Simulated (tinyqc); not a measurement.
Comparisons within one model: deformation-potential model of the Delta valleys of a conduction band. A value that a table varies takes the place of the one given here.

Valleys with axes along x, y and z, each a pair at +k and -k. Herring-Vogt shift of a valley with unit axis a: dE = Xd tr(e) + Xu a.e.a. Non-degenerate shares n_i = exp(-dE_i/kT)/sum_j exp(-dE_j/kT). Inverse mass tensor of a valley: (1 - a a)/mt + a a/ml; the masses are taken as independent of strain.

s11 = (C11 + C12)/((C11 - C12)(C11 + 2 C12)), s12 = -C12/((C11 - C12)(C11 + 2 C12)), s44 = 1/C44; exx = s11 sxx + s12 (syy + szz) and cyclic, exy = s44 sxy/2; tension is positive. A uniaxial stress X along the unit vector n is s_ij = X n_i n_j.

Constants: kB = 8.617333262e-05 eV/K.

Values chosen for the exercise (near those of Si; the results hold for these values, not for the real material):
- ml = 0.917 m0 (longitudinal mass)
- mt = 0.183 m0 (transverse mass)
- Xd = 1.19 eV (dilation potential)
- Xu = 9.69 eV (uniaxial potential)
- C11 = 161.9 GPa
- C12 = 63.4 GPa
- C44 = 79.4 GPa
- load = uniaxial [110] (kind of stress)
- T = 150 K (temperature)
- X1 = 0.5 GPa (size of the stress)
- X = 1.48 GPa (stress)

## Sweep of a uniaxial [110] stress

m_c = 1/(u.M.u) along [100] with M = sum_i n_i (inverse mass tensor); gain against zero stress at a fixed scattering time.

Results:

| X (GPa) | spread (meV) | lowest edge (meV) | n x | n y | n z | m_c (m0) | gain (%) |
|---|---|---|---|---|---|---|---|
| -2.00 | 98.4 | -63.4 | 0.500 | 0.500 | 0.000 | 0.3051 | -18.2 |
| -1.00 | 49.2 | -31.7 | 0.494 | 0.494 | 0.011 | 0.3029 | -17.6 |
| -0.40 | 19.7 | -12.7 | 0.451 | 0.451 | 0.098 | 0.2863 | -12.8 |
| 0.00 | 0.0 | 0.0 | 0.333 | 0.333 | 0.333 | 0.2496 | 0.0 |
| 0.40 | 19.7 | -7.0 | 0.152 | 0.152 | 0.696 | 0.2083 | 19.8 |
| 1.00 | 49.2 | -17.5 | 0.021 | 0.021 | 0.957 | 0.1862 | 34.1 |
| 2.00 | 98.4 | -35.0 | 0.000 | 0.000 | 0.999 | 0.1831 | 36.3 |

What can be read from the table?

Along [100] the gain is -18.2 % at -2.00 GPa and +36.3 % at 2.00 GPa. The slope at zero stress (from +/- 0.001 GPa), +46.2 % per GPa, carried to the ends would give -92 and +92 %; the response falls behind at both ends, as it saturates once the spread passes a few kT (kT = 12.9 meV, spread up to 98 meV).

## Gain for each load and current direction

Each load has the size X1. Gain m_c(0)/m_c - 1 in per cent from repopulation alone, m_c = 1/(u.M.u), M = sum_i n_i (inverse mass tensor); biaxial means sxx = syy.

Gain (%); + is tension, - compression:

| load | [100] | [010] | [001] | [110] | [1-10] | [111] |
|---|---|---|---|---|---|---|
| uniaxial [110] (+) | 23.8 | 23.8 | -47.7 | 23.8 | 23.8 | 0.0 |
| uniaxial [110] (-) | -14.4 | -14.4 | 28.8 | -14.4 | -14.4 | 0.0 |
| uniaxial [100] (+) | 35.2 | -17.6 | -17.6 | 8.8 | 8.8 | 0.0 |
| uniaxial [100] (-) | -68.1 | 34.1 | 34.1 | -17.0 | -17.0 | 0.0 |
| uniaxial [111] (+) | 0.0 | 0.0 | 0.0 | 0.0 | 0.0 | 0.0 |
| uniaxial [111] (-) | 0.0 | 0.0 | 0.0 | 0.0 | 0.0 | 0.0 |
| biaxial (001) (+) | 34.1 | 34.1 | -68.1 | 34.1 | 34.1 | 0.0 |
| biaxial (001) (-) | -17.6 | -17.6 | 35.2 | -17.6 | -17.6 | 0.0 |

What can be read from the table?

The largest gain is +35.2 %, for uniaxial [100] (+) with the current along [100] and biaxial (001) (-) with the current along [001]; for a [110] channel it is +34.1 %, under biaxial (001) (+). No gain or loss appears under uniaxial [111]: the valleys stay equivalent (in real silicon shear also changes the masses, which this model leaves out).

## Temperature and repopulation

The load is fixed; m_c along [100] as 1/(u.M.u).

Results:

| T (K) | kT (meV) | n x | n y | n z | m_c (m0) |
|---|---|---|---|---|---|
| 50 | 4.31 | 0.000 | 0.000 | 1.000 | 0.1830 |
| 77 | 6.64 | 0.000 | 0.000 | 1.000 | 0.1830 |
| 150 | 12.93 | 0.004 | 0.004 | 0.993 | 0.1835 |
| 225 | 19.39 | 0.022 | 0.022 | 0.955 | 0.1863 |
| 300 | 25.85 | 0.053 | 0.053 | 0.893 | 0.1912 |
| 400 | 34.47 | 0.097 | 0.097 | 0.805 | 0.1985 |
| 500 | 43.09 | 0.135 | 0.135 | 0.730 | 0.2051 |

What does this show, and why?

The largest share falls from 1.000 at 50 K to 0.730 at 500 K (equal shares: 0.333); m_c goes from 0.1830 to 0.2051, against 0.2496 without stress. Only spread/kT enters, so the small-stress response goes as 1/T.

## What each parameter does

Spread of the valley edges, lowest edge, largest share and m_c along [100]. Each row changes one parameter from the base and keeps the others.

Results:

| case | spread (meV) | lowest edge (meV) | largest share | m_c (m0) |
|---|---|---|---|---|
| base | 72.80 | -25.87 | 0.9929 | 0.1835 |
| ml = 0.734 m0 | 72.80 | -25.87 | 0.9929 | 0.1835 |
| mt = 0.146 m0 | 72.80 | -25.87 | 0.9929 | 0.1464 |
| Xd = 1.428 eV | 72.80 | -24.65 | 0.9929 | 0.1835 |
| Xu = 7.752 eV | 58.24 | -19.48 | 0.9784 | 0.1846 |
| C11 = 129.52 GPa | 108.45 | -46.78 | 0.9995 | 0.1830 |
| C12 = 76.08 GPa | 83.55 | -34.87 | 0.9969 | 0.1832 |
| C44 = 95.28 GPa | 72.80 | -25.87 | 0.9929 | 0.1835 |
| X = 1.184 GPa | 58.24 | -20.70 | 0.9784 | 0.1846 |
| T = 120 K | 72.80 | -25.87 | 0.9983 | 0.1831 |

What can be read from the table?

The largest shifts from the base row, up to three for each result and ties (the steps differ in size, so this ranks the rows, not the parameters). spread (meV): C11 +35.65, Xu -14.56, X -14.56; unchanged at the printed digits by ml, mt, Xd, C44 and T. lowest edge (meV): C11 -20.90, C12 -9.00, Xu +6.39; unchanged at the printed digits by ml, mt, C44 and T. largest share: Xu -0.0145, X -0.0145, C11 +0.0067; unchanged at the printed digits by ml, mt, Xd and C44. m_c (m0): mt -0.0371, Xu +0.0011, X +0.0011; unchanged at the printed digits by ml, Xd and C44. Xd moves all valleys together, so it shifts the edge and nothing else.

Program tinyqc; command `OMP_NUM_THREADS=1 python tinyqc.py 1050628 1050629 out.jsonl`; about 0.02 s on one thread of a shared Intel(R) Xeon(R) Processor @ 2.30GHz.
